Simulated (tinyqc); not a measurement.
Double-gate transistor, scale length and short-channel effects: one step of the calculation.

A body of thickness ts between two insulators of thickness ti and two tied gates. Below threshold the potential that source and drain add obeys Laplace's equation and vanishes on the gate. Its lowest mode decays along the channel as exp(-k y); k is the smallest positive root of the matching condition at the interface, and the scale length is Lambda = pi/k.

Question. Scale length against simple estimates. Lambda = pi/k and l = 1/k. A parabolic potential across the structure gives l(parabolic) = sqrt((eps_r/(2 ei)) ts ti (1 + ei ts/(4 eps_r ti))).

Values chosen for this exercise; permittivities: semiconductor made up, insulator close to that of silicon dioxide: relative permittivity of the semiconductor eps_r = 19; relative permittivity of the insulator ei = 4; insulator thickness ti = 2.3 nm; body thickness ts = 11.4 nm.

k = 0.11551861 1/nm

Give: Lambda; l; l(parabolic).

Answer.

Lambda = 27.20 nm
l = 8.657 nm
l(parabolic) = 8.861 nm

tinyqc, about 0.01 s, one thread, Intel Xeon 2.30GHz (shared host): `OMP_NUM_THREADS=1 python tinyqc.py 2420031 2420032 out.jsonl`
